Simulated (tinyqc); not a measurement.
Type-II superlattice in the two-band Kane model: one step. Transfer matrices. Two cases, with inputs chosen for the exercise.

Problem. Form M_A, M_B and half the trace of their product.

Motion along the axis, period d = a + b, c = hbar^2/2m0. Conduction and light-hole bands couple: (E - Ec)(E - Ev) = Ep c k^2 in each layer, with mass m(E) = (E - Ev)/Ep, which may be negative. The conduction envelope psi and psi'/m(E) are continuous; a layer carries them by [[cos kt, (m/k) sin kt], [-(k/m) sin kt, cos kt]] (cosh and sinh for k^2 < 0), and cos(q d) = tr(M_B M_A)/2. C1 is the first miniband above EvB, with its bottom at tr/2 = +1 and its top at -1; the gap is the bottom of C1 less the top heavy-hole level HH1.

Constants: hbar^2/2m0 = 3.80998211 eV angstrom^2.

Case 1.

Values chosen (near those of an InAs/GaSb superlattice; the results hold for these values, not for the real material): a = 28 angstrom (layer A); b = 22 angstrom (layer B); EcA = 0 eV (conduction edge of A); EvA = -0.418 eV (valence edge of A); EcB = 0.932 eV (conduction edge of B); EvB = 0.133 eV (valence edge of B); EpA = 14.4 eV (coupling energy in A); EpB = 17.8 eV (coupling energy in B); E = 0.295 eV (trial energy).

Case 2.

Values chosen (near those of an InAs/GaSb superlattice; the results hold for these values, not for the real material): a = 37 angstrom (layer A); b = 41 angstrom (layer B); EcA = 0 eV (conduction edge of A); EvA = -0.414 eV (valence edge of A); EcB = 0.959 eV (conduction edge of B); EvB = 0.152 eV (valence edge of B); EpA = 14.3 eV (coupling energy in A); EpB = 17.7 eV (coupling energy in B); E = 0.365 eV (trial energy).

Give: M_A (angstrom units); M_B (angstrom units); tr/2.

Solution.

Case 1.

M_A (angstrom units):
```
          1         2
1  -0.16217   0.78909
2   -1.2340  -0.16217
```

M_B (angstrom units):
```
        1        2
1  1.3914  0.22572
2  4.1466   1.3914
```

tr/2 = 1.2711

Case 2.

M_A (angstrom units):
```
          1         2
1  -0.89217   0.34061
2  -0.59900  -0.89217
```

M_B (angstrom units):
```
        1        2
1  3.0375  0.79684
2  10.324   3.0375
```

tr/2 = -1.1904

E lies in a gap of the coupled bands.

Computed by tinyqc, one run a case: `OMP_NUM_THREADS=1 python tinyqc.py N N+1 out.jsonl` with N = 1282524, 1282739; one thread of a shared Intel(R) Xeon(R) Processor @ 2.30GHz, about 0.03 s a run at most.
